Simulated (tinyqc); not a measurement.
Strain-driven roughening and islands of a mismatched epitaxial film: one step, computed by the program tinyqc. Command: `OMP_NUM_THREADS=1 python tinyqc.py 3002145 3002146 out.jsonl island walk`. One thread of a shared host (Intel(R) Xeon(R) Processor @ 2.30GHz), about 0.01 s of CPU time with the checks.

Film and substrate share isotropic elastic constants; the film is coherent and biaxially strained.

Question. Wetting layer. The surface energy depends on thickness as gamma + (gamma_s - gamma) exp(-h/delta). Its curvature adds W2 = (gamma_s - gamma) exp(-h/delta)/delta^2 to the restoring terms; the flat film is stable while W2 > (1 + nu)^2 w^2/gamma, which gives h_c = delta ln[(gamma_s - gamma) gamma/(delta^2 (1 + nu)^2 w^2)], or 0 if negative.

Inputs (values chosen for the exercise, modelled on Ge on Si):
```
quantity                        value   unit
Poisson ratio nu                 0.25      -
surface energy gamma             1.03  J/m^2
wetting energy gamma_s - gamma   0.23  J/m^2
decay length of wetting delta    0.38     nm
```

energy density w = 279.936 MJ/m^3

Give: wetting-layer thickness h_c.

Answer.

wetting-layer thickness h_c = 0.9862 nm

Layer-by-layer growth up to h_c, then roughening: the Stranski-Krastanov mode.
